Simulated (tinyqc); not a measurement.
# Oxide trap near a transistor channel: two-state multiphonon kinetics, telegraph noise and bias instability, step by step

A worked calculation. Computed by tinyqc, a small Python program that keeps every step. Command: `OMP_NUM_THREADS=1 python tinyqc.py 3003693 3003694 out.jsonl oxidetrap walk`. One thread of a shared host (Intel(R) Xeon(R) Processor @ 2.30GHz), about 0.01 s of CPU time with the checks. Intermediate numbers are printed to about 6 digits and carried at full precision; extremes and crossings named in words are read from the listed rows.

An n-channel device under positive gate bias. The trap is empty (state 1) or holds an electron (state 2); both states are parabolas of equal curvature, and the electron reservoir is taken at the Fermi level of the channel.

Inputs (values chosen for the exercise, with an insulator like Al2O3 on silicon):

| quantity | value | unit |
|---|---|---|
| insulator constant eps_ox | 8.93 | - |
| insulator thickness t_ox | 4.8 | nm |
| trap depth x from the interface | 1.9 | nm |
| tunnel barrier phi_b | 2.13 | eV |
| tunnelling mass m_ox | 0.32 | m_0 |
| trap level above E_F at zero field E_t | 0.3 | eV |
| relaxation energy E_R | 3 | eV |
| oxide field F | 1.6 | MV/cm |
| attempt rate k_0 at the interface | 6e+12 | 1/s |
| temperature T | 350 | K |
| channel width W | 41 | nm |
| channel length L | 140 | nm |
| frequency f | 4000 | Hz |
| stress time t_s | 2 | s |
| trap density N_t | 5.3e+18 | cm^-3 eV^-1 |
| mean capture barrier mu_c | 0.96 | eV |
| spread of the barriers s_c | 0.25 | eV |
| saturation shift dV_max | 370 | mV |

Parts treated: one trap and an ensemble.

Constants: hbar^2/(2 m_0) = 3.80998212 eV angstrom^2; k_B = 8.617333262e-05 eV/K; e = 1.602176634e-19 C; eps_0 = 8.8541878128e-12 F/m.

## Tunnelling factor

kappa = sqrt(2 m_ox phi_b)/hbar = sqrt(m_ox phi_b/(hbar^2/2m_0)); attenuation length lambda = 1/(2 kappa); factor exp(-x/lambda) for a rectangular barrier.

kappa = 4.22964 1/nm

attenuation length lambda = 0.118213 nm

tunnelling factor = 1.04652e-07

## Barriers and time constants

E_21 = E_t - e F x is the energy of state 2 over state 1; barriers E_c = (E_R + E_21)^2/(4 E_R), E_e = E_c - E_21; tau_c = exp(E_c/k_B T)/(k_0 P), tau_e = exp(E_e/k_B T)/(k_0 P), P the tunnelling factor; occupation f_2 = tau_e/(tau_c + tau_e); 1/tau_0 = 1/tau_c + 1/tau_e.

E_21 = -0.004 eV

capture barrier E_c = 0.748001 eV

emission barrier E_e = 0.752001 eV

capture time tau_c = 93939.4 s

emission time tau_e = 107262 s

occupation f_2 = 0.533107

tau_0 = 50079.8 s

The two times are within a factor 30 of each other, so the trap switches between both states, though too slowly to see in a usual record.

## Step height and noise

Charge-sheet step dV = e (t_ox - x)/(eps_ox eps_0 W L); Lorentzian spectrum S(f) = 4 dV^2 tau_0^2/((tau_c + tau_e)(1 + (2 pi f tau_0)^2)); corner 1/(2 pi tau_0); variance dV^2 f_2 (1 - f_2) = dV^2 tau_0/(tau_c + tau_e).

threshold step dV = 1.02376 mV

corner frequency = 3.17803e-06 Hz

S(f) = 3.29869e-20 V^2/Hz

root-mean-square noise = 0.510754 mV

f lies above the corner, on the 1/f^2 tail. Random dopants and current percolation, left out here, spread real steps around this value.

## Stress and recovery of one trap

From the zero-field occupation f(0), f(t) = f_2 + (f(0) - f_2) exp(-t/tau_0) under the field; after t_s the field is removed and f relaxes with the zero-field constants.

occupation at zero field = 4.78817e-05

tau_0 at zero field = 890.629 s

occupation after stress = 6.91696e-05

half-time of recovery = 617.337 s

## Bias dependence of the times

The formulas are those given above.

Against field:

| F (MV/cm) | E_21 (eV) | tau_c (s) | tau_e (s) | f_2 |
|---|---|---|---|---|
| 0.00 | 0.3000 | 1.86006e+07 | 8.90672e+02 | 4.78817e-05 |
| 0.48 | 0.2088 | 3.60775e+06 | 3.55343e+03 | 9.83977e-04 |
| 0.96 | 0.1176 | 7.32665e+05 | 1.48436e+04 | 1.98575e-02 |
| 1.28 | 0.0568 | 2.59681e+05 | 3.94963e+04 | 1.32016e-01 |
| 1.60 | -0.0040 | 9.39394e+04 | 1.07262e+05 | 5.33107e-01 |
| 1.92 | -0.0648 | 3.46838e+04 | 2.97307e+05 | 8.95528e-01 |
| 2.40 | -0.1560 | 8.08498e+03 | 1.42554e+06 | 9.94360e-01 |

ln(tau_c/tau_e) falls by e x/k_B T = 6.300 per MV/cm, which measures the depth x if the change of surface potential with bias is left aside. Over these rows tau_c shortens by 3.36 decades and tau_e lengthens by 3.20; the two share the shift almost equally, as the first and last E_21 average to little against E_R. The times cross at F = E_t/(e x) = 1.58 MV/cm.

## Many traps: 1/f noise

McWhorter number fluctuations for traps uniform in depth and energy: S_V = e^2 k_B T N_t lambda/(W L C_ox^2 f), C_ox = eps_ox eps_0/t_ox. The number of traps within k_B T in energy and one decade in time is N_t k_B T lambda ln(10) W L.

C_ox = 1.64725 microF/cm^2

1/f noise S_V(f) = 7.78600e-11 V^2/Hz

active traps per decade = 0.249753

With less than one active trap per decade a single device shows separate Lorentzians; 1/f is only the average over many devices. Caution: N_t k_B T lambda ln(10) W L, the number of active traps per decade, is below one, so S_V is only the mean over many devices.

## Many traps: shift under stress

For a normal spread of capture barriers (given for the stress field, with depth and field not resolved, k_0 being taken as the effective rate of the ensemble), traps with barrier below k_B T ln(k_0 t) are filled: dV(t) = (dV_max/2) erfc((mu_c - k_B T ln(k_0 t))/(sqrt(2) s_c)); local exponent n = d ln dV/d ln t (central difference, factor 1.01 in t).

filling front k_B T ln(k_0 t_s) = 0.908316 eV

shift after t_s = 154.700 mV

local time exponent n = 0.112679

## Power law or saturation

The extrapolation continues the power law fitted through 10 s and 1000 s.

Against stress time:

| t (s) | shift (mV) | local exponent | power law (mV) | shift at T + 50 K (mV) |
|---|---|---|---|---|
| 1.00e-03 | 48.309 | 0.196056 | 89.915 | 85.455 |
| 1.00e-01 | 105.438 | 0.143722 | 128.326 | 170.155 |
| 1.00e+01 | 183.145 | 0.097226 | 183.145 | 260.259 |
| 1.00e+03 | 261.383 | 0.058791 | 261.383 | 325.167 |
| 1.00e+05 | 319.690 | 0.030465 | 373.042 | 356.825 |
| 1.00e+07 | 351.853 | 0.012885 | 532.402 | 367.276 |
| 3.00e+08 | 362.791 | 0.005827 | 692.363 | 369.327 |

The exponent falls from 0.196 to 0.006 as the front climbs the distribution, so the power law overstates the shift at 3e8 s (about ten years) by a factor 1.91. Heating by 50 K raises the shift at 1000 s by a factor 1.24: time and temperature enter only through T ln(k_0 t).

Checks made by the program: detailed balance tau_c/tau_e = exp(E_21/k_B T) (relative difference below 1e-10); the integral of S(f) against the variance (relative difference below 1e-10).
